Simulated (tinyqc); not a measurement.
Inside a calculation. Method: empirical pseudopotential in a few plane waves. One step of it, computed by the program tinyqc.

Problem. Levels at k. Diagonalise the Hermitian matrix.

H(k) at k (eV):
```
                     +0+0+0               -1-1-1               -1-1+1               -1+1-1
+0+0+0             1.625291   2.434031+0.586861i  -2.434031+0.586861i  -2.434031+0.586861i
-1-1-1   2.434031-0.586861i            10.836017   0.000000-0.653073i   0.000000-0.653073i
-1-1+1  -2.434031-0.586861i   0.000000+0.653073i            20.672716            -0.068028
-1+1-1  -2.434031-0.586861i   0.000000+0.653073i            -0.068028            13.161055
-1+1+1  -2.434031+0.586861i             0.068028   0.000000+0.653073i   0.000000+0.653073i
+1-1-1  -2.434031-0.586861i   0.000000+0.653073i            -0.068028            -0.068028
+1-1+1  -2.434031+0.586861i             0.068028   0.000000+0.653073i             0.000000
+1+1-1  -2.434031+0.586861i             0.068028             0.000000   0.000000+0.653073i
+1+1+1   2.434031+0.586861i             0.000000             0.068028             0.068028
-2+0+0   0.000000-0.653073i  -2.434031+0.586861i  -2.434031-0.586861i  -2.434031-0.586861i
+0-2+0   0.000000-0.653073i  -2.434031+0.586861i  -2.434031-0.586861i   0.692689-0.317482i
+0+0-2   0.000000-0.653073i  -2.434031+0.586861i   0.692689-0.317482i  -2.434031-0.586861i
+0+0+2   0.000000+0.653073i  -0.692689-0.317482i   2.434031+0.586861i  -0.692689+0.317482i
+0+2+0   0.000000+0.653073i  -0.692689-0.317482i  -0.692689+0.317482i   2.434031+0.586861i
+2+0+0   0.000000+0.653073i  -0.692689-0.317482i  -0.692689+0.317482i  -0.692689+0.317482i

                     -1+1+1               +1-1-1               +1-1+1               +1+1-1
+0+0+0  -2.434031-0.586861i  -2.434031+0.586861i  -2.434031-0.586861i  -2.434031-0.586861i
-1-1-1             0.068028   0.000000-0.653073i             0.068028             0.068028
-1-1+1   0.000000-0.653073i            -0.068028   0.000000-0.653073i             0.000000
-1+1-1   0.000000-0.653073i            -0.068028             0.000000   0.000000-0.653073i
-1+1+1            22.997754             0.000000            -0.068028            -0.068028
+1-1-1             0.000000             7.080187   0.000000-0.653073i   0.000000-0.653073i
+1-1+1            -0.068028   0.000000+0.653073i            16.916886            -0.068028
+1+1-1            -0.068028   0.000000+0.653073i            -0.068028             9.405225
+1+1+1   0.000000+0.653073i             0.068028   0.000000+0.653073i   0.000000+0.653073i
-2+0+0   2.434031-0.586861i   0.692689-0.317482i  -0.692689-0.317482i  -0.692689-0.317482i
+0-2+0  -0.692689-0.317482i  -2.434031-0.586861i   2.434031-0.586861i  -0.692689-0.317482i
+0+0-2  -0.692689-0.317482i  -2.434031-0.586861i  -0.692689-0.317482i   2.434031-0.586861i
+0+0+2  -2.434031+0.586861i  -0.692689+0.317482i  -2.434031+0.586861i   0.692689+0.317482i
+0+2+0  -2.434031+0.586861i  -0.692689+0.317482i   0.692689+0.317482i  -2.434031+0.586861i
+2+0+0   0.692689+0.317482i   2.434031+0.586861i  -2.434031+0.586861i  -2.434031+0.586861i

                     +1+1+1               -2+0+0               +0-2+0               +0+0-2
+0+0+0   2.434031-0.586861i   0.000000+0.653073i   0.000000+0.653073i   0.000000+0.653073i
-1-1-1             0.000000  -2.434031-0.586861i  -2.434031-0.586861i  -2.434031-0.586861i
-1-1+1             0.068028  -2.434031+0.586861i  -2.434031+0.586861i   0.692689+0.317482i
-1+1-1             0.068028  -2.434031+0.586861i   0.692689+0.317482i  -2.434031+0.586861i
-1+1+1   0.000000-0.653073i   2.434031+0.586861i  -0.692689+0.317482i  -0.692689+0.317482i
+1-1-1             0.068028   0.692689+0.317482i  -2.434031+0.586861i  -2.434031+0.586861i
+1-1+1   0.000000-0.653073i  -0.692689+0.317482i   2.434031+0.586861i  -0.692689+0.317482i
+1+1-1   0.000000-0.653073i  -0.692689+0.317482i  -0.692689+0.317482i   2.434031+0.586861i
+1+1+1            19.241923  -0.692689-0.317482i  -0.692689-0.317482i  -0.692689-0.317482i
-2+0+0  -0.692689+0.317482i            23.266027            -0.068028            -0.068028
+0-2+0  -0.692689+0.317482i            -0.068028            17.185159            -0.068028
+0+0-2  -0.692689+0.317482i            -0.068028            -0.068028             9.673499
+0+0+2  -2.434031-0.586861i             0.068028             0.068028             0.000000
+0+2+0  -2.434031-0.586861i             0.068028             0.000000             0.068028
+2+0+0  -2.434031-0.586861i             0.000000             0.068028             0.068028

                     +0+0+2               +0+2+0               +2+0+0
+0+0+0   0.000000-0.653073i   0.000000-0.653073i   0.000000-0.653073i
-1-1-1  -0.692689+0.317482i  -0.692689+0.317482i  -0.692689+0.317482i
-1-1+1   2.434031-0.586861i  -0.692689-0.317482i  -0.692689-0.317482i
-1+1-1  -0.692689-0.317482i   2.434031-0.586861i  -0.692689-0.317482i
-1+1+1  -2.434031-0.586861i  -2.434031-0.586861i   0.692689-0.317482i
+1-1-1  -0.692689-0.317482i  -0.692689-0.317482i   2.434031-0.586861i
+1-1+1  -2.434031-0.586861i   0.692689-0.317482i  -2.434031-0.586861i
+1+1-1   0.692689-0.317482i  -2.434031-0.586861i  -2.434031-0.586861i
+1+1+1  -2.434031+0.586861i  -2.434031+0.586861i  -2.434031+0.586861i
-2+0+0             0.068028             0.068028             0.000000
+0-2+0             0.068028             0.000000             0.068028
+0+0-2             0.000000             0.068028             0.068028
+0+0+2            29.346895            -0.068028            -0.068028
+0+2+0            -0.068028            21.835235            -0.068028
+2+0+0            -0.068028            -0.068028            15.754367
```

Give: eigenvalues.

Solution.

eigenvalues (eV): -2.847  4.347  7.523  7.953  12.087  13.589  14.763  15.934  18.099  19.781  20.709  22.703  25.688  26.878  31.792
